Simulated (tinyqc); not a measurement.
Inside a calculation. Model: CMOS latch-up, two-transistor model.

Computed by the program tinyqc: `OMP_NUM_THREADS=1 python tinyqc.py 2670117 2670118 out.jsonl`, one thread of a shared Intel Xeon 2.30GHz, about 0.07 s for the whole run. Printed values are rounded.

A parasitic pnp (emitter at Vdd, base shunted by Rw) and npn (emitter at ground, base shunted by Rs) feed each other: the npn collector current flows out of the pnp base node, the pnp collector current into the npn base node. Forward-active transistors with constant gains: Icn = Isn exp(Vn/Vt), Icp = Isp (exp(Vp/Vt) - 1). A current Ii is injected into the npn base node.

Parameters, values chosen for the exercise; values close to those of bulk CMOS: temperature T = 293 K; current gain of the npn bn = 7.6; current gain of the pnp bp = 2.5; saturation current of the npn at T Isn = 3e-15 A; saturation current of the pnp at T Isp = 1.1e-15 A; substrate resistance shunting the npn Rs = 660 ohm; well resistance shunting the pnp Rw = 430 ohm; resistance from the pnp collector to the npn base R2 = 580 ohm; base-emitter voltage in the on state Von = 0.73 V; saturation voltage Vsat = 0.09 V; supply voltage Vdd = 2.5 V; current injected into the substrate Ii = 1.07 mA.

Constants: q = 1.602176634e-19 C, kB = 1.380649e-23 J/K, Vt = kB T/q. Results are converted to the units shown.

## Holding current and voltage

On state with both base-emitter voltages at Von: npn base current Ib = (Von/Rs + bp Von/Rw)/(bn bp - 1), holding current Ih = (bn + 1) Ib + Von/Rs, holding voltage Vh = Vsat + Von + R2 (Ib + Von/Rs).

bn bp = 19
Ib = 0.297236 mA
Ih = 3.66229 mA
Vh = 1.63391 V

Vh is below Vdd = 2.5 V, so the supply can sustain a latched state.

## The off branch

| point | Vn (V) |
|---|---|
| 0 | 0.478 |
| 1 | 0.558 |
| 2 | 0.608 |
| 3 | 0.638 |
| 4 | 0.658 |
| 5 | 0.678 |
| 6 | 0.693 |
| 7 | 0.708 |

Node equations: Vp/Rw + Icp/bp = Icn and Vn/Rs + Icn/bn = Icp + Ii. Loop gain G = gn gp/[(1/Rw + gp/bp)(1/Rs + gn/bn)], gn = Icn/Vt, gp = (Icp + Isp)/Vt; the off state ends where G = 1, and Ii there is the trigger current. For each Vn: Icn, then Vp from the first equation, then Ii from the second.

| point | Icn (mA) | Vp (V) | Icp (mA) | Ii (mA) | G |
|---|---|---|---|---|---|
| 0 | 5.0005e-4 | 2.1502e-4 | 9.4077e-15 | 0.72431 | 2.4654e-13 |
| 1 | 0.011887 | 0.0051113 | 2.4682e-13 | 0.84702 | 6.8470e-12 |
| 2 | 0.086117 | 0.037030 | 3.6680e-12 | 0.93254 | 1.4102e-10 |
| 3 | 0.28256 | 0.12150 | 1.3419e-10 | 1.0038 | 8.6306e-9 |
| 4 | 0.62391 | 0.26828 | 4.5287e-8 | 1.0791 | 3.9985e-6 |
| 5 | 1.3776 | 0.58975 | 0.015325 | 1.1932 | 1.4830 |
| 6 | 2.4954 | 0.71384 | 2.0883 | -0.70999 | 15.900 |
| 7 | 4.5201 | 0.74428 | 6.9731 | -5.3057 | 17.484 |

Ii peaks at 1.194 mA, at Vn = 0.6775 V where G = 1; beyond it the loop feeds itself.

## Iteration 1: response to the injected current, once round the loop per iteration

Vn at the start = 0.53 V

Icn = Isn exp(Vn/Vt); Vp solves Vp/Rw + Icp/bp = Icn; Vn(new) solves Vn/Rs + (Isn/bn) exp(Vn/Vt) = Icp + Ii.

Icn = 0.00392142 mA
Vp = 0.00168621 V
Icp = 7.59708e-14 mA
Vn after iteration 1 = 0.656048 V

## Iteration 2: response to the injected current, once round the loop per iteration

As before.

Icn = 0.577502 mA
Vp = 0.248326 V
Icp = 2.05461e-8 mA
Vn after iteration 2 = 0.656048 V

## Course of the iteration: response to the injected current, once round the loop per iteration

Stop when Vn changes by less than 1e-9 V, or after 150 iterations. Vn must stay below 1.1 V.

Course of the iteration:

| iteration | Vn (V) | \|change\| (V) |
|---|---|---|
| 1 | 0.656048 | 0.126 |
| 2 | 0.656048 | 4.54e-9 |
| 3 | 0.656048 | < 1e-13 |

Converged in 3 iterations. The change falls from 0.13 in the first iteration to below the tolerance in the last. An off state exists, since Ii is below the trigger current, the largest Ii that the node equations allow, 1.194 mA.
